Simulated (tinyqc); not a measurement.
Smearing for a one-band metal on the square lattice, step by step. Values are carried at full precision from step to step, so a last printed digit may differ when a step is redone from the rounded ones.

Lattice vectors (units of a): a1 = (1, 0), a2 = (0, 1). E(k) = -t A_1(k) - t2 A_2(k), A_m the sum of cos(k . R) over the 4 nearest and 4 second lattice vectors. Mesh k = sum (j_i/N) b_i, j_i = 0 .. N-1.

Parameters, chosen for this exercise: t = 0.6 eV (nearest hopping); t2 = 0.06 eV (second hopping); N = 4 (unshifted mesh); ne = 1.3 (electrons per cell); sigma = 0.06 eV (width).

## Levels on the mesh

Evaluate the band and collect equal energies with their counts.

Distinct levels:

| E_k (eV) | points |
|---|---|
| -2.6400 | 1 |
| -1.2000 | 4 |
| 0.0000 | 4 |
| 0.2400 | 2 |
| 1.2000 | 4 |
| 2.1600 | 1 |

6 distinct levels; the mean spacing is 0.960 eV.

## Fermi level with Fermi-Dirac smearing

With x = (E_k - mu)/sigma: Fermi-Dirac f = 1/(1 + exp(x)), s = -f ln f - (1 - f) ln(1 - f). With weights w = points/N^d (d the dimension), mu solves 2 sum w f = ne; E = 2 sum w f E_k, S = 2 sum w s, F = E - sigma S.

Weights w = points/total. Bisection from the lowest and highest level; ten steps are shown.

Bisection:

| step | low (eV) | high (eV) | mu (eV) | electrons |
|---|---|---|---|---|
| 1 | -2.6400 | 2.1600 | -0.2400 | 0.6341 |
| 2 | -0.2400 | 2.1600 | 0.9600 | 1.3840 |
| 3 | -0.2400 | 0.9600 | 0.3600 | 1.3440 |
| 4 | -0.2400 | 0.3600 | 0.0600 | 1.0024 |
| 5 | 0.0600 | 0.3600 | 0.2100 | 1.2047 |
| 6 | 0.2100 | 0.3600 | 0.2850 | 1.2905 |
| 7 | 0.2850 | 0.3600 | 0.3225 | 1.3222 |
| 8 | 0.2850 | 0.3225 | 0.3038 | 1.3076 |
| 9 | 0.2850 | 0.3038 | 0.2944 | 1.2994 |
| 10 | 0.2944 | 0.3038 | 0.2991 | 1.3036 |

## Occupations and energies

Converge mu, then list x, f and s of each level and form the sums.

mu = 0.2950 eV

x, f and s of each level:

| E_k (eV) | x | f | s |
|---|---|---|---|
| -2.6400 | -48.92 | 1.0000 | 0.0000 |
| -1.2000 | -24.92 | 1.0000 | 0.0000 |
| 0.0000 | -4.92 | 0.9927 | 0.0430 |
| 0.2400 | -0.92 | 0.7145 | 0.5980 |
| 1.2000 | 15.08 | 0.0000 | 0.0000 |
| 2.1600 | 31.08 | 0.0000 | 0.0000 |

E = -0.8871 eV
S = 0.1710
F = -0.8974 eV
(E + F)/2 = -0.8923 eV

Levels with f between 0.001 and 0.999: 2. (E + F)/2 removes the term in sigma^2 for this scheme. That argument needs a smooth density of states, and the number of distinct levels within 2 sigma of mu is only 1, so it may fail on this mesh.

## Checks

- The slope dF/d sigma by finite differences against -S: both -0.17102.
- The slope dF/d ne by finite differences against mu (eV): both 0.29505.

Program tinyqc; command `OMP_NUM_THREADS=1 python tinyqc.py 1651297 1651298 out.jsonl`; about 0.1 s on one thread of a shared Intel(R) Xeon(R) Processor @ 2.30GHz.
